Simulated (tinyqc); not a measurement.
# From single traps to 1/f noise

4 half-filled traps with time constants tau_j = 2.4e-7 s times 10^(2 j), j = 0..3, each shift the threshold by a = 23.6 uV when filled and give the Lorentzian a^2 tau/(1 + (2 pi f tau)^2). For time constants spread evenly in ln tau the sum tends to a^2/(4 f ln(10^2)). slope = d ln S/d ln f.

Result of one run:
```
f (Hz)  S (uV^2/Hz)  1/f limit (uV^2/Hz)      slope  j of the largest term
0.01          135.0                 3024  -4.501e-4                      3
```

What becomes of these results when the noise frequency f is changed from 0.01 to 30000 Hz, all else the same?

Result of the changed run:
```
f (Hz)  S (uV^2/Hz)  1/f limit (uV^2/Hz)   slope  j of the largest term
30000      7.627e-4             0.001008  -1.575                      1
```

The whole series:
```
f (Hz)  S (uV^2/Hz)  1/f limit (uV^2/Hz)      slope  j of the largest term
0.01          135.0                 3024  -4.501e-4                      3
0.1           132.0                302.4   -0.04401                      3
1             42.18                30.24     -1.345                      3
30            1.188                1.008    -0.4271                      2
1000        0.01911              0.03024    -0.6462                      1
30000      7.627e-4             0.001008     -1.575                      1
1e6        4.142e-5             3.024e-5     -1.398                      0
1e7        5.912e-7             3.024e-6     -1.991                      0
1e8        5.937e-9             3.024e-7     -2.000                      0
```

Below the slowest trap (1/(2 pi tau) = 0.66 Hz) the spectrum is flat, slope 0.00 in the first row; above the fastest (6.6e5 Hz) the slope tends to -2 (-2.00 in the last row). In between, at 30, 1000 and 30000 Hz, the slopes are -0.43, -0.65 and -1.57, and S is 37 % below the 1/f limit at 1000 Hz.

Numbers from tinyqc (`OMP_NUM_THREADS=1 python tinyqc.py 2150013 2150014 out.jsonl`; about 0.01 s on one thread of a shared Intel Xeon 2.30GHz).
